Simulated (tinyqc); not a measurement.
From results back to parameters: three-band tight binding of a dichalcogenide monolayer.

Problem. In the three-band model the dz2 level is e1 + 6 t0 at Gamma and e1 - 3 t0 at K; without spin-orbit coupling the other levels are e2 + 3 s at Gamma (twofold) and e2 - 3s/2 -/+ 3 sqrt3 t12 at K, s = t11 + t22, t12 > 0. The levels below come from hidden values.

dz2 levels (eV): Gamma -0.1250, K 1.7380

other levels (eV): Gamma 2.97100, K lower -0.07700, K upper 3.97600

Find: e1, t0, e2, t11 + t22, t12.

Solution. The dz2 levels differ by 9 t0. The level at Gamma lies 9s/2 above the mean of the two at K, whose splitting is 6 sqrt3 t12. t1, t2 and t11 - t22 need masses or other points.

e1, t0, e2, t11 + t22, t12 (eV): 1.117  -0.207  2.290  0.227  0.390

tinyqc: `OMP_NUM_THREADS=1 python tinyqc.py 1452895 1452896 out.jsonl`; about 0.02 s, one thread, shared Intel(R) Xeon(R) Processor @ 2.30GHz.
